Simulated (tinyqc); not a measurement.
Isotherms: adsorption as a lattice gas: isotherms with interactions, competition, desorption peaks and saturation dose. Computed by tinyqc, a small Python program. Command: `OMP_NUM_THREADS=1 python tinyqc.py 3004861 3004862 out.jsonl adsorb walk`. One thread of a shared host (Intel(R) Xeon(R) Processor @ 2.30GHz), about 0.3 s of CPU time with the checks.

One adsorbate per site; a molecule needs 2 empty sites. Gas and surface have the same temperature.

Inputs (values chosen for the exercise, for a model surface): desorption energy E = 0.713 eV; prefactor nu = 5.7e+14 1/s; pair energy w (positive repels) = -0.025 eV; neighbours z = 3; site density N_s = 10 1/nm^2; molecular mass M = 154 u; sticking coefficient s0 = 0.37; temperature T = 267 K; pressure p = 3 Pa; blocking by a second gas, K_B p_B = 9.

Adsorption: dissociative (second order).

Constants: u = 1.6605390666e-27 kg; k_B = 1.380649e-23 J/K; k_B = 8.617333262e-05 eV/K.

Method. Flux F = p/sqrt(2 pi M k_B T); k_d = nu exp(-E/(k_B T)); 2 s0 F (1 - theta)^2 = N_s k_d theta^2, so y = sqrt(2 s0 F/(N_s k_d)), theta = y/(1 + y). With a second gas on the same sites theta = y/(1 + y + K_B p_B). With u = w/(k_B T). Mean field: theta/(1 - theta) = y exp(-z u theta). Quasi-chemical: theta/(1 - theta) = y [(r - 1 + 2 theta)(1 - theta)/((r + 1 - 2 theta) theta)]^(-z/2) exp(-z u/2), r = sqrt(1 - 4 theta (1 - theta)(1 - exp(-u))).

u = -1.08657

Coverage; the first column is ln y - z u/2:
```
ln y - z u/2  no interaction  mean field  quasi-chemical
-5.0                 0.00132     0.00132         0.00133
-3.0                 0.00966     0.00998         0.01024
-2.0                 0.02584     0.02826         0.03032
-1.0                 0.06724     0.08749         0.10562
-0.5                 0.10623     0.17262         0.22606
0.0                  0.16385     0.50000         0.50000
0.5                  0.24419     0.82738         0.77394
1.0                  0.34754     0.91251         0.89438
2.0                  0.59150     0.97174         0.96968
3.0                  0.79740     0.99002         0.98976
5.0                  0.96676     0.99868         0.99867
```

What does the comparison show, and why?

At half coverage the slope d theta/d ln y is 1/4 without interaction, 1/(4 + z u) = 1.351 in mean field and 0.673 in the pair theory, 1/[4 + 2 z (exp(u/2) - 1)]. Attraction steepens the filling towards a step; the two theories differ by at most 0.053 in these rows.
